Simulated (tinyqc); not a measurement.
Free-carrier absorption and index change in the near infrared: free-carrier optics of a doped semiconductor (Drude model).

eps(E) = ei [1 - Ep^2/(E^2 + i E Gam)], with Ep^2 = 8 pi c (e^2/(4 pi eps0)) N/(m ei), c = hbar^2/2m0, N in 1/angstrom^3 (1e-24 per 1/cm^3); Gam = hbar/tau, tau = mu m m0/e with m0/e = 5.685630e-12 kg/C and mu in m^2/(V s). Energies in meV.

n + i k = sqrt(eps1 + i eps2) with k >= 0; R = ((n - 1)^2 + k^2)/((n + 1)^2 + k^2) at normal incidence from vacuum; alpha = 2 E k/(hbar c), times 1e8 for 1/cm; loss function Im(-1/eps) = eps2/(eps1^2 + eps2^2).

Constants: hbar^2/2m0 = 3.80998211 eV angstrom^2; e^2/(4 pi eps0) = 14.39964547 eV angstrom; hbar = 6.58211957e-16 eV s; hbar c = 1973.269805 eV angstrom.

Inputs chosen for the exercise (mass and dielectric values near those of Si; N and mu are free inputs; interband absorption and the rise of the mass with filling are left out; not measured data):
- N = 1.7e+18 1/cm^3 (carrier density)
- m = 0.267 m0 (conductivity mass)
- mu = 200 cm^2/(V s) (mobility)
- ei = 11.59 (high-frequency dielectric constant)

At the wavelengths listed E = hc/lambda (hc = 1239.841984 eV nm). Approximate forms: alpha = ei Ep^2 Gam/(E^2 sqrt(ei) hbar c) and dn = -sqrt(ei) Ep^2/(2 E^2).

Free carriers:

| lambda (micrometre) | E (meV) | alpha (1/cm) | alpha, approximate | dn | dn, approximate |
|---|---|---|---|---|---|
| 1.31 | 946.4 | 3.16 | 3.16 | -0.00144 | -0.00144 |
| 1.55 | 799.9 | 4.43 | 4.43 | -0.00201 | -0.00202 |
| 2.00 | 619.9 | 7.37 | 7.37 | -0.00335 | -0.00336 |
| 3.00 | 413.3 | 16.6 | 16.6 | -0.00754 | -0.00755 |
| 5.00 | 248.0 | 46.0 | 46.1 | -0.0209 | -0.0210 |
| 8.00 | 155.0 | 118 | 118 | -0.0531 | -0.0537 |
| 10.60 | 117.0 | 206 | 207 | -0.0923 | -0.0942 |

How do the results move, and what explains it?

At 1.55 micrometre alpha = 4.43 1/cm and dn = -0.00201; a phase shift of pi needs a length lambda/(2 |dn|) = 385 micrometre, over which the loss is 0.74 dB. The approximate alpha is within 5 % up to 10.6 micrometre of the wavelengths listed; it needs photon energies well above both Ep and Gam, which lie at 45.0 and 57.2 micrometre. Interband and intervalley absorption are left out; with a realistic dc mobility the Drude form tends to understate the near-infrared absorption of Si.

Program tinyqc; command `OMP_NUM_THREADS=1 python tinyqc.py 1681351 1681352 out.jsonl`; about 0.01 s on one thread of a shared Intel(R) Xeon(R) Processor @ 2.30GHz.
